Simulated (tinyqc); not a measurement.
Correction of a charged-defect supercell by a model charge and potential alignment (plane-averaged potentials). From alignment C back to width sigma of the true defect charge. Computed by tinyqc, a small Python program. Command: `OMP_NUM_THREADS=1 python tinyqc.py 3113161 3113162 out.jsonl align inv`. One thread of a shared host (Intel(R) Xeon(R) Processor @ 2.30GHz), about 0.04 s of CPU time with the checks.

The "true" defect charge is (1 - x) q in a Gaussian of width sigma plus x q in one of width sigma_t, so the exact answer is known; the correction sees only a single model Gaussian of width sigma_m. A Gaussian of width s has the transform rho(G) = exp(-G^2 s^2/2), normalised to 1. A uniform background cancels q, so G = 0 is left out. Potentials are those felt by a unit positive charge. E_0 is the formation energy of the isolated defect, E_cell its value in the supercell, E_lat = E_iso - E_per of the model charge, C the true less the model potential far from the defect; the exact correction is E_0 - E_cell, and the error of a scheme is E_cell plus its correction less E_0.

Inputs (values chosen for the exercise, with screening close to that of Al2O3):

| quantity | value | unit |
|---|---|---|
| defect charge q | 2 | e |
| dielectric constant eps | 8.88 | - |
| edge of the cubic cell L | 18.6 | angstrom |
| width sigma_m of the model charge | 1.1 | angstrom |
| share x of the charge in a wide tail | 0 | - |
| width sigma_t of the tail | 2.3 | angstrom |
| formation energy of the isolated defect E_0 | 1.96 | eV |

Constants: e^2/(4 pi eps_0) = 14.39964548 eV angstrom.

Method:
- Periodic energy E_per = (2 pi q^2/(eps L^3)) (e^2/(4 pi eps_0)) sum_(G != 0) rho(G)^2/G^2, G = (2 pi/L)(n1, n2, n3), |n_i| <= 16. Isolated energy: two Gaussians of charges q_a, q_b and widths a, b interact by q_a q_b (e^2/(4 pi eps_0 eps)) sqrt(2/pi)/sqrt(a^2 + b^2), and the self-energy is half the sum over pairs.
- Supercell value E_cell = E_0 + E_per - E_iso for the true charge.
- E_lat = E_iso - E_per for the model charge; point-charge value alpha q^2 e^2/(4 pi eps_0 eps 2 L) with alpha = 2.837297.
- Plane-averaged potential at distance z from the defect: V(z) = (4 pi q/(eps L^3)) (e^2/(4 pi eps_0 e)) sum_(m != 0) rho(G_m) cos(G_m z)/G_m^2, G_m = 2 pi m/L, |m| <= 40.
- C = difference at z = L/2; E_corr = E_cell + E_lat - q C. For charges that have died out at L/2, C = (2 pi q/(eps L^3)) (e^2/(4 pi eps_0 e)) (<s^2> - sigma_m^2), <s^2> = (1 - x) sigma^2 + x sigma_t^2.

Task: A run gave the result below. Find the width sigma of the true defect charge, known to lie between 1.1 and 2.1 angstrom.

alignment C = 0.001405378 V

Result:

Each step takes the trial c = (a f_b - b f_a)/(f_b - f_a), f being the result less the target and a, b, c the logarithms of the listed values; c replaces end b, the old b replaces a if the sign of f changed, and otherwise f_a is halved.

Scan of the range:

| width sigma of the true defect charge (angstrom) | alignment C (V) |
|---|---|
| 1.10 | 0.0000000 |
| 1.23 | 0.0009592 |
| 1.36 | 0.0020254 |
| 1.52 | 0.0034847 |
| 1.69 | 0.0052127 |
| 1.89 | 0.0074801 |
| 2.10 | 0.0101330 |

False position (Illinois rule, in the logarithm of the input) inside the bracket:

| step | end a | end b | trial | alignment C (V) |
|---|---|---|---|---|
| 1 | 1.23000 | 1.36000 | 1.28282 | 0.00137947 |
| 2 | 1.36000 | 1.28282 | 1.28582 | 0.00140395 |
| 3 | 1.36000 | 1.28582 | 1.28616 | 0.00140664 |
| 4 | 1.28582 | 1.28616 | 1.28600 | 0.00140538 |
| 5 | 1.28616 | 1.28600 | 1.28600 | 0.00140538 |

Alignment C rises at every point of a 13-point scan of the range (every second point is shown), so one value fits; it is bracketed by 1.23 and 1.36. Answer: width sigma of the true defect charge = 1.286 angstrom.
